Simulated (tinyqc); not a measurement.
Threshold for a surface state: Tamm state at the end of a one-band chain.

A half-infinite chain with site energy 0 and hopping -t, band E = -2t cos(ka); the end site has energy D. The surface Green function of the unperturbed half chain is g = (E -/+ sqrt(E^2 - 4t^2))/(2t^2), the root with |t g| <= 1 and Im g <= 0, and with the shift G = g/(1 - D g).

Values chosen for the exercise: t = 0.8 eV (hopping); a = 3.6 angstrom (spacing).

For |D| > t: E = D + t^2/D, weight on the end site 1 - t^2/D^2, decay length of the amplitude a/ln|D/t|; a dash: no bound state. The last column is the surface density -Im G/pi at E = 0.

Against D:
```
D/t    D (eV)   E (eV)  end weight  decay length (angstrom)  density at E = 0 (1/eV)
-3.00  -2.400  -2.6667      0.8889                     3.28                   0.0398
-2.00  -1.600  -2.0000      0.7500                     5.19                   0.0796
-1.40  -1.120  -1.6914      0.4898                    10.70                   0.1344
-1.10  -0.880  -1.6073      0.1736                    37.77                   0.1800
-0.80  -0.640        -           -                        -                   0.2426
0.50    0.400        -           -                        -                   0.3183
0.95    0.760        -           -                        -                   0.2091
1.05    0.840   1.6019      0.0930                    73.79                   0.1892
1.30    1.040   1.6554      0.4083                    13.72                   0.1479
2.50    2.000   2.3200      0.8400                     3.93                   0.0549
```

A state splits off only for |D| > t = 0.8 eV, although in the middle of an endless chain any shift binds one. Just past the threshold, at D/t = 1.05, it lies 1.9 meV outside the band and spreads over 73.8 angstrom; at D/t = -3 it holds 89 % of the end site, and the density left at the band centre has fallen to 0.10 of the clean value.

Run: tinyqc, `OMP_NUM_THREADS=1 python tinyqc.py 1480286 1480287 out.jsonl`; Intel(R) Xeon(R) Processor @ 2.30GHz, one thread, shared host; about 0.01 s of CPU time with all checks.
